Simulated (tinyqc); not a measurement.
Implanted layer, carriers, mobility and sheet resistance: two steps of the calculation.

An n-type layer from the surface x = 0 to the junction xj, N(x) = N0 exp(-(x - Rp)^2/(2 sg^2)). Local neutrality (no depletion at surface or junction, no spilling of carriers), intrinsic carriers neglected, full ionisation of active dopants.

Values chosen for this exercise; values close to those of phosphorus in silicon over a p-type background:

| symbol | value | unit | meaning |
|---|---|---|---|
| T | 500 | K | temperature |
| Nb | 1.9e15 | cm^-3 | background doping of the opposite type |
| N0 | 1.2e19 | cm^-3 | peak chemical concentration |
| m1 | 69.8 | cm^2/(V s) | mobility limit at high doping |
| m2 | 1450 | cm^2/(V s) | mobility limit at low doping, at 300 K |
| Nr | 9.45e16 | cm^-3 | reference doping of the mobility law |
| am | 0.693 |  | exponent of the mobility law |
| bt | 2 |  | temperature exponent of m2 |
| Ns | 4.14e20 | cm^-3 | solubility limit of active dopant |
| sg | 57 | nm | straggle after annealing |
| Rp | 45 | nm | projected range |

Constants: q = 1.602176634e-19 C. Results are converted to the units shown.

Task 1. Junction depth and local values. xj = Rp + sg sqrt(2 ln(N0/Nb)); 14 equal steps from 0 to xj. Active dopant A = min(N, Ns); n = A - Nb; mobility mu = m1 + (m2 (T/300 K)^(-bt) - m1)/(1 + ((A + Nb)/Nr)^am).

Give: xj; x; N; A; n; mu.

Result 1.

xj = 283.46 nm

| point | x (nm) | N (cm^-3) | A (cm^-3) | n (1e19 cm^-3) | mu (cm^2/(V s)) |
|---|---|---|---|---|---|
| 0 | 0.00 | 8.7870e18 | 8.7870e18 | 0.8785 | 88.540 |
| 1 | 20.25 | 1.0920e19 | 1.0920e19 | 1.0918 | 86.014 |
| 2 | 40.49 | 1.1963e19 | 1.1963e19 | 1.1961 | 85.055 |
| 3 | 60.74 | 1.1551e19 | 1.1551e19 | 1.1549 | 85.417 |
| 4 | 80.99 | 9.8315e18 | 9.8315e18 | 0.9830 | 87.191 |
| 5 | 101.24 | 7.3760e18 | 7.3760e18 | 0.7374 | 90.844 |
| 6 | 121.48 | 4.8778e18 | 4.8778e18 | 0.4876 | 97.399 |
| 7 | 141.73 | 2.8434e18 | 2.8434e18 | 0.2841 | 108.83 |
| 8 | 161.98 | 1.4610e18 | 1.4610e18 | 0.1459 | 128.71 |
| 9 | 182.22 | 6.6169e17 | 6.6169e17 | 0.0660 | 162.84 |
| 10 | 202.47 | 2.6416e17 | 2.6416e17 | 0.0262 | 218.11 |
| 11 | 222.72 | 9.2958e16 | 9.2958e16 | 0.0091 | 295.60 |
| 12 | 242.96 | 2.8834e16 | 2.8834e16 | 0.0027 | 379.71 |
| 13 | 263.21 | 7.8837e15 | 7.8837e15 | 0.0006 | 444.23 |
| 14 | 283.46 | 1.9000e15 | 1.9000e15 | 0.0000 | 477.98 |

The mobility runs from 85.1 to 478 cm^2/(V s).

Task 2. Sheet quantities by the trapezoid rule. Dose = integral of N, carrier sheet density = integral of n, 1/Rs = q integral of n mu, mean mobility 1/(q Rs sheet density), Hall mobility (unit Hall factor) = integral of n mu^2 over integral of n mu, Hall sheet density = (integral of n mu)^2/integral of n mu^2; all from 0 to xj.

| point | x (nm) | N (cm^-3) | n (1e19 cm^-3) | mu (cm^2/(V s)) |
|---|---|---|---|---|
| 0 | 0.00000 | 8.7869907e18 | 0.8785091 | 88.540305 |
| 1 | 20.24708 | 1.0920208e19 | 1.0918308 | 86.014369 |
| 2 | 40.49416 | 1.1962565e19 | 1.1960665 | 85.055297 |
| 3 | 60.74124 | 1.1551022e19 | 1.1549122 | 85.416931 |
| 4 | 80.98832 | 9.8314858e18 | 0.9829586 | 87.191192 |
| 5 | 101.23540 | 7.3759944e18 | 0.7374094 | 90.844148 |
| 6 | 121.48248 | 4.8778077e18 | 0.4875908 | 97.399298 |
| 7 | 141.72956 | 2.8433573e18 | 0.2841457 | 108.82986 |
| 8 | 161.97664 | 1.4609686e18 | 0.1459069 | 128.71128 |
| 9 | 182.22372 | 6.6168759e17 | 0.0659788 | 162.84289 |
| 10 | 202.47080 | 2.6416043e17 | 0.0262260 | 218.11204 |
| 11 | 222.71788 | 9.2957668e16 | 0.0091058 | 295.60404 |
| 12 | 242.96496 | 2.8834030e16 | 0.0026934 | 379.70836 |
| 13 | 263.21204 | 7.8836645e15 | 0.0005984 | 444.22972 |
| 14 | 283.45912 | 1.9e15 | 0.0000000 | 477.97840 |

Wanted: dose; carrier sheet density; Rs; mean mobility; Hall mobility; Hall sheet density.

Result 2.

dose = 1.342e14 cm^-2
carrier sheet density = 1.341e14 cm^-2
Rs = 510.8 ohm/square
mean mobility = 91.10 cm^2/(V s)
Hall mobility = 94.22 cm^2/(V s)
Hall sheet density = 1.297e14 cm^-2

Carriers make up 100 % of the dose. A Hall measurement weights the mobile tail, so its sheet density is 3.3 % below the true one.

Program tinyqc, `OMP_NUM_THREADS=1 python tinyqc.py 2110016 2110017 out.jsonl`; Intel Xeon 2.30GHz, shared host, one thread, about 0.01 s.
